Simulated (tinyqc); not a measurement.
## Insulator thickness and V0 from two charges

Inverse problem. In an undoped wire Vg - V0 = Q/Cox + Vt ln(Q/Q0) + Vt ln(1 + Q/Q0) at the source, with Q0 = 4 eps0 eps_r Vt/R and Cox = eps0 eox/(R ln(1 + tox/R)). Find Cox, tox and V0.

Parameters, values chosen for the exercise; material values close to those of silicon:
```
symbol  value  unit                                      meaning
T         400     K                                  temperature
eps_r    11.9         relative permittivity of the semiconductor
eox      25.7        relative permittivity of the gate insulator
R           4    nm                                  wire radius
```

Constants: q = 1.602176634e-19 C, kB = 1.380649e-23 J/K, Vt = kB T/q, eps0 = 8.8541878128e-14 F/cm where lengths are in cm. Results are converted to the units shown.

Qs at Vg = 0.92 and 1.32 V (nC/cm^2): 1087.5342  2778.3889

Answer. The two equations are linear in 1/Cox and V0; tox follows by inverting the logarithm.

Cox = 4.96 uF/cm^2
tox = 8.60 nm
V0 = 0.615 V

tinyqc, about 0.03 s, one thread, Intel Xeon 2.30GHz (shared host): `OMP_NUM_THREADS=1 python tinyqc.py 2460135 2460136 out.jsonl`
